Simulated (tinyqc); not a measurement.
What moves the results: gated graphene: carriers, quantum capacitance and optical conductivity. A value that a table varies takes the place of the one given here.

Cones E = +/- hv |k|, four flavours, D(E) = 2|E|/(pi hv^2). n = (2/pi)(kT/hv)^2 F_1(mu/kT), p = (2/pi)(kT/hv)^2 F_1(-mu/kT), in 1/angstrom^2 (1e16 for 1/cm^2); F_1(eta) = integral_0^infinity x dx/(1 + exp(x - eta)). Cq/e^2 = d(n - p)/d mu = (2 kT/(pi hv^2)) ln(2 + 2 cosh(mu/kT)).

Gate: V = mu/e + e (n - p)/Cox with Cox/e^2 = k/(4 pi e2 t), t in angstrom, e2 = e^2/(4 pi eps0); 1/(eV angstrom^2) in C/e^2 equals 1602.176634 microfarad/cm^2; total 1/C = 1/Cox + 1/Cq.

Conductivity over sigma0 = e^2/(4 hbar): interband Re = sinh(E/2kT)/(cosh(mu/kT) + cosh(E/2kT)); intraband Re = (8 kT/pi) ln(2 cosh(mu/2kT)) Gm/(E^2 + Gm^2). A free sheet absorbs about pi alpha_f Re(sigma/sigma0), alpha_f the fine-structure constant (alpha among the constants).

Constants: kB = 8.617333262e-05 eV/K; e^2/(4 pi eps0) = 14.39964547 eV angstrom; fine-structure constant alpha = 0.007297352564.

Parameters, chosen for this exercise (Fermi velocity near that of graphene, gate dielectric near hBN; not measured data):
```
symbol  value  unit         meaning
hv      6.73   eV angstrom  hbar vF
T       150    K
k       3.29                dielectric constant of the gate layer
t       20     nm           its thickness
Gm      5      meV          intraband damping
V       3.67   V            gate voltage from the neutrality point
```

## Gate sweep

Results:
```
V (V)  mu (eV)  n - p (1/cm^2)  n + p (1/cm^2)  Cq (microfarad/cm^2)  C/Cox  Cox V/e (1/cm^2)
0       0.0000               0        3.86e+10                 0.404  0.735                 0
0.11    0.0253        7.70e+10        8.35e+10                 0.646  0.816          1.00e+11
0.29    0.0506        2.18e+11        2.19e+11                  1.15  0.888          2.64e+11
0.73    0.0881        5.84e+11        5.84e+11                  1.98  0.932          6.64e+11
1.5     0.1310        1.24e+12        1.24e+12                  2.95  0.953          1.36e+12
2.6     0.1755        2.20e+12        2.20e+12                  3.95  0.964          2.36e+12
3.7     0.2111        3.17e+12        3.17e+12                  4.75  0.970          3.36e+12
5.5     0.2593        4.76e+12        4.76e+12                  5.84  0.976          5.00e+12
8.1     0.3164        7.08e+12        7.08e+12                  7.13  0.980          7.36e+12
```

What can be read from the table?

At neutrality n + p = 3.86e+10 1/cm^2 of thermal carriers remain and C/Cox = 0.735; at the last row C/Cox = 0.980 and the plain capacitor rule overstates n - p by 4.1 %. Between the last two rows mu goes as V^0.51; for |mu| well above kT the limits are 1/2 where Cox is small against Cq and 1 where it is large.

## Absorption spectrum

mu = 0.21025 eV

Results:
```
E (eV)  interband  intraband  absorption (%)
0.042      0.0000     0.7482           1.715
0.084      0.0000     0.1890           0.433
0.147      0.0000     0.0619           0.142
0.210      0.0003     0.0303           0.070
0.294      0.0074     0.0155           0.053
0.357      0.0790     0.0105           0.205
0.420      0.4952     0.0076           1.153
0.484      0.9210     0.0057           2.125
0.547      0.9926     0.0045           2.286
0.673      0.9999     0.0030           2.299
0.841      1.0000     0.0019           2.297
1.261      1.0000     0.0008           2.294
```

What can be read from the table?

The edge lies at 2|mu| = 0.420 eV and, for |mu| above about 3 kT (here 16.3), rises from 10 % to 90 % over about 8.8 kT = 0.114 eV. The absorption is lowest, 0.053 %, at 0.294 eV of those listed, between the Drude tail and the edge; at the last row it is 2.294 % against pi alpha_f = 2.293 %. The thin-sheet formula fails where the absorption is large, and trigonal warping matters above about 1.5 eV.

## What moves the Fermi level

All results formed anew. Each row changes one parameter from the base and keeps the others.

Results:
```
case                  mu (eV)  n - p (1/cm^2)   C/Cox
base                   0.2102       3.145e+12  0.9702
V = 4.771 V            0.2409       4.118e+12  0.9739
t = 14 nm              0.2503       4.441e+12  0.9644
k = 3.95               0.2299       3.755e+12  0.9673
hv = 7.4 eV angstrom   0.2307       3.127e+12  0.9672
T = 250 K              0.2080       3.147e+12  0.9698
```

What can be read from the table?

The largest shifts from the base row, up to three for each result and ties (the steps differ in size, so this ranks the rows, not the parameters). mu (eV): t +0.0400, V +0.0307, hv +0.0205. n - p (1/cm^2): t +1.30e+12, V +9.73e+11, k +6.09e+11. C/Cox: t -0.0058, V +0.0037, hv -0.0029.

Program tinyqc; command `OMP_NUM_THREADS=1 python tinyqc.py 1680433 1680434 out.jsonl`; about 0.01 s on one thread of a shared Intel(R) Xeon(R) Processor @ 2.30GHz.
